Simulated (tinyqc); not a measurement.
Geometry optimisation on the LDA (VWN5)/sto-3g surface (energies and gradients from PySCF), for H3+, spin multiplicity 1, step by step. Computed by tinyqc, a small Python program that keeps every step (integrals from PySCF). Settings: charge = 1, multiplicity = 1, basis = sto-3g, functional = lda,vwn, optimiser = sd, first Hessian = 0.6, largest step = 0.5, iteration cap = 30. Command: `OMP_NUM_THREADS=1 python tinyqc.py 28111 28112 out.jsonl` (the two numbers bound the seeds that draw the settings). One thread of a shared host (Intel(R) Xeon(R) Processor @ 2.60GHz), about 3 s of CPU time with the checks.

## Step 1: energy and gradient

positions at the start (bohr), order 1H, 2H, 3H:
```
[[0.1493, -0.1398, -0.0567],
 [-0.0321, -0.0076, 1.6346],
 [-0.0038, 1.4419, 0.8239]]
```

Self-consistent energy and analytic gradient at these positions.

energy = -1.255005 hartree

gradient (hartree/bohr), order 1H, 2H, 3H:
```
[[-0.004671, 0.015351, 0.039109],
 [0.004128, 0.033342, -0.052000],
 [0.000543, -0.048692, 0.012891]]
```

## Step 1: move

Steepest descent, p = -g / 0.6; steps longer than 0.5 bohr are cut back.

positions after step 1 (bohr), order 1H, 2H, 3H:
```
[[0.1571, -0.1654, -0.1219],
 [-0.0390, -0.0631, 1.7213],
 [-0.0047, 1.5230, 0.8024]]
```

## Step 2: energy and gradient

As before.

energy = -1.262170 hartree

gradient (hartree/bohr), order 1H, 2H, 3H:
```
[[-0.000201, -0.002554, 0.002874],
 [0.000602, 0.005911, -0.007972],
 [-0.000401, -0.003356, 0.005098]]
```

## Step 2: move

As before.

positions after step 2 (bohr), order 1H, 2H, 3H:
```
[[0.1574, -0.1612, -0.1267],
 [-0.0400, -0.0730, 1.7346],
 [-0.0040, 1.5286, 0.7939]]
```

## Convergence

Stop when the largest gradient component is below 3e-5 hartree/bohr.

Course of the optimisation:
```
step  E (hartree)  largest gradient (hartree/bohr)
1       -1.255005                         5.20e-02
2       -1.262170                         7.97e-03
3       -1.262359                         3.84e-03
4       -1.262427                         2.70e-03
5       -1.262463                         2.13e-03
6       -1.262484                         1.64e-03
7       -1.262496                         1.24e-03
8       -1.262503                         9.36e-04
9       -1.262507                         7.03e-04
10      -1.262509                         5.27e-04
11      -1.262510                         3.95e-04
12      -1.262511                         2.96e-04
13      -1.262511                         2.21e-04
14      -1.262511                         1.66e-04
15      -1.262511                         1.24e-04
16      -1.262512                         9.26e-05
17      -1.262512                         6.92e-05
18      -1.262512                         5.17e-05
19      -1.262512                         3.87e-05
20      -1.262512                         2.89e-05
```

Final distances (angstrom):
```
pair   distance
2H-1H    1.0007
3H-1H    1.0009
3H-2H    1.0006
```

Converged in 20 steps.
